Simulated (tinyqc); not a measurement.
Franz-Keldysh effect at a direct gap: sweeps and comparisons. A value that a table varies takes the place of the one given here.

Parabolic bands, vertical transitions, no excitons. For each hole band j: mr = me mj/(me + mj); joint density of states J_j(E) = (mr/c)^(3/2) sqrt(E - Eg)/(2 pi^2), both spins, c = hbar^2/2m0; averaged matrix element |e.p|^2 = m0 Ep/6; alpha_j(E) = 4 pi^2 alpha_f c Ep J_j/(3 nr E) in 1/angstrom (alpha_f the fine-structure constant, listed as alpha among the constants), times 1e8 for 1/cm.

In a field Fd (1 kV/cm = 1e-5 V/angstrom) the electro-optic energy of band j is th = (c (e Fd)^2/mr)^(1/3), and sqrt(E - Eg) in J_j is replaced by pi sqrt(th) [Ai'(b)^2 - b Ai(b)^2] with b = (Eg - E)/th; Ai is the Airy function.

Constants: hbar^2/2m0 = 3.80998211 eV angstrom^2; fine-structure constant alpha = 0.007297352564.

Values chosen for the exercise (near those of GaAs; the results hold for these values, not for the real material): Eg = 1.466 eV (direct gap); me = 0.0679 m0 (electron mass); mhh = 0.488 m0 (heavy-hole mass); mlh = 0.0796 m0 (light-hole mass); Ep = 25.9 eV (Kane energy); nr = 3.63 (refractive index); Fd = 82 kV/cm (uniform field); det = 25 meV (detuning below the gap).

## Spectrum around the gap

Absorption (1/cm):
```
E - Eg (eV)  alpha(0)  alpha(F)  change
-0.0876             0     2.230       2
-0.0701             0     9.616      10
-0.0525             0     37.89      38
-0.0350             0     132.2     132
-0.0175             0     403.9     404
0.0000              0      1059    1059
0.0175           3420      2329   -1091
0.0350           4780      4200    -580
0.0525           5787      6101     314
0.0701           6610      7173     562
0.0876           7306      7332      26
0.1051           7914      7626    -288
0.1401           8938      9063     125
0.1751           9779      9825      46
```

At the gap alpha(F) = 1059 1/cm; 70.1 meV below it 9.62 1/cm remain, the tail falling as exp(-(4/3) b^(3/2)). Among the energies listed the largest rise is 1059 1/cm at E - Eg = 0.0 meV and the largest fall -1091 1/cm at 17.5 meV. It changes sign between 0.0 and 17.5 meV, between 35.0 and 52.5 meV, between 87.6 and 105.1 meV and between 105.1 and 140.1 meV; th is 35.0 meV for heavy holes and 41.2 meV for light holes.

## Tail absorption against field

At E = Eg - det; the field takes the values listed. The last column is the length for 10 dB of loss.

Results:
```
Fd (kV/cm)  th heavy (meV)  b heavy  alpha (1/cm)  length (micrometre)
10                    8.61    2.902         0.304             7.57e+04
20                   13.67    1.828          9.48             2.43e+03
40                   21.71    1.152          71.2                  323
60                   28.44    0.879           157                  146
100                  39.98    0.625           331                 69.6
150                  52.39    0.477           521                 44.2
250                  73.65    0.339           819                 28.1
400                 100.75    0.248      1.15e+03                 20.0
```

alpha grows by 2.7 decades from 10 to 60 kV/cm and by a factor 1.40 over the last step, where the field grows by 1.6: the exponent (4/3) b^(3/2) goes as 1/Fd, so the gain is steep only while b > 1 (deep in the tail the light-hole pair, with its smaller b, carries most of it), that is up to 40 kV/cm of those listed. Values below about 10 1/cm lie under the Urbach and exciton tails of a real crystal, left out here.

## What moves the tail

At E = Eg - det. Each row changes one parameter from the base and keeps the others.

Results:
```
case             th heavy (meV)  alpha (1/cm)
base                     35.028         254.7
Fd = 107 kV/cm           41.828         359.5
det = 35 meV             35.028         132.2
me = 0.0781 m0           33.635         275.7
mlh = 0.1035 m0          35.028         264.9
Ep = 28.5 eV             35.028         280.2
nr = 3.81                35.028         242.6
```

The largest shifts from the base row, up to three for each result and ties (the steps differ in size, so this ranks the rows, not the parameters). th heavy (meV): Fd +6.800, me -1.393; unchanged at the printed digits by det, mlh, Ep and nr. alpha (1/cm): det -122, Fd +105, Ep +25.6.

Run: tinyqc, `OMP_NUM_THREADS=1 python tinyqc.py 1652046 1652047 out.jsonl`; Intel(R) Xeon(R) Processor @ 2.30GHz, one thread, shared host; about 0.01 s of CPU time with all checks.
